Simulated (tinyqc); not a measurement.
## Pinning factor and decay constant from two barriers

Question. phiB = S (phiM - chi) + (1 - S)(Eg - E0) with S = 1/(1 + (1/S0 - 1) exp(-be ti)). Find S0, S at the given thickness and be.

Inputs (values chosen for the exercise); semiconductor values close to those of gallium nitride; interlayer mass of the order of that in titanium dioxide, offset chosen freely:
```
symbol,value,unit,meaning
Eg,3.33,eV,band gap
chi,4.22,eV,electron affinity
E0,2.3,eV,charge-neutrality level above the valence band
phiM,4.59,eV,metal work function
```

phiB at ti = 0, 0.3 nm (eV): 0.6472  0.49410872

Answer. Each barrier gives its S by linear interpolation between the pinned and the unpinned value; the ratio of the two values of 1/S - 1 is exp(be ti).

S0 = 0.5800
S = 0.8120
be = 3.800 1/nm

Numbers from tinyqc (`OMP_NUM_THREADS=1 python tinyqc.py 2270096 2270097 out.jsonl`; about 0.02 s on one thread of a shared Intel Xeon 2.30GHz).
